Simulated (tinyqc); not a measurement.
# Changing the temperature T

Model: square-lattice Ising model by mean field, Bethe lattice, transfer matrix, exact enumeration and Monte Carlo steps. Computed by tinyqc, a small Python program. Command: `OMP_NUM_THREADS=1 python tinyqc.py 3031960 3031961 out.jsonl ising sweep`. One thread of a shared host (Intel(R) Xeon(R) Processor @ 2.30GHz), about 0.02 s of CPU time with the checks.

H = -J sum over nearest pairs s_i s_j, s = +-1, no field, periodic boundaries; energies per site are in J. As a lattice gas or an alloy, s marks which species holds the site.

Inputs (values chosen for the exercise, for a model lattice): coupling J = 67.9 meV.

Enumerated cell: 3 x 3.

States of the 3 x 3 cell:
```
E (J)  |M|  count
-18      9      2
-10      7     18
-6       3     12
-6       5     36
-2       1     90
-2       3     72
-2       5     36
2        1     72
2        3     72
6        1     90
6        3     12
```

Constants: k_B = 8.617333262e-05 eV/K.

Method:
- K = J/(k_B T). Onsager: k_B T_c/J = 2/ln(1 + sqrt 2); mean field: 4; Bethe lattice with z = 4: 2/ln 2.
- K = J/(k_B T). Mean field: m = tanh(4 K m), u = -2 m^2. Bethe: cavity field h = 3 artanh(tanh K tanh h), m = tanh(4h/3), u = -2 (tanh K + tanh^2 h)/(1 + tanh K tanh^2 h). Exact: m = [1 - sinh(2K)^(-4)]^(1/8) below T_c; u = -coth(2K) [1 + (2/pi)(2 tanh^2(2K) - 1) K1(k)], k = 2 sinh(2K)/cosh^2(2K), K1 the complete elliptic integral of the first kind. The largest root is taken.
- Weights count x exp(-K E); N = 9; u = <E>/N, c = K^2 (<E^2> - <E>^2)/N in k_B, Binder U = 1 - <M^4>/(3 <M^2>^2).

One run for each value:
```
temperature T (K)  heat capacity c, cell  Binder cumulant U  <|m|>, cell  m, exact  u, cell  u, exact
1100                             0.14898            0.66412      0.99082   0.99155  -1.9673   -1.9687
1370                             0.35541            0.65575      0.96443   0.96547  -1.8827   -1.8843
1650                             0.56709            0.63537      0.90829   0.87198  -1.7165   -1.6678
1920                             0.65247            0.60264      0.83204   0.00000  -1.5035   -1.1650
2190                             0.61348            0.56011      0.75029   0.00000  -1.2838   -0.9189
2460                             0.51548            0.51317      0.67606   0.00000  -1.0897   -0.7715
2730                             0.41186            0.46665      0.61441   0.00000  -0.9311   -0.6690
3000                             0.32439            0.42359      0.56512   0.00000  -0.8055   -0.5925
3270                             0.25653            0.38534      0.52611   0.00000  -0.7065   -0.5328
3540                             0.20536            0.35212      0.49512   0.00000  -0.6278   -0.4847
```

Describe and explain the trends.

Over the rows, heat capacity c, cell goes from 0.149 through a maximum among these rows, 0.652 at 1920, to 0.205; Binder cumulant U falls from 0.664 to 0.352 (exponent d ln y / d ln x -0.058 between the first rows and -1.1 between the last); <|m|>, cell falls from 0.991 to 0.495 (exponent d ln y / d ln x -0.12 between the first rows and -0.77 between the last). The heat capacity of the cell peaks among these rows at k_B T/J = 2.44, against the exact 2.269 where the infinite lattice diverges logarithmically.

Extremes, crossings and ranges named in words are read from the listed rows.
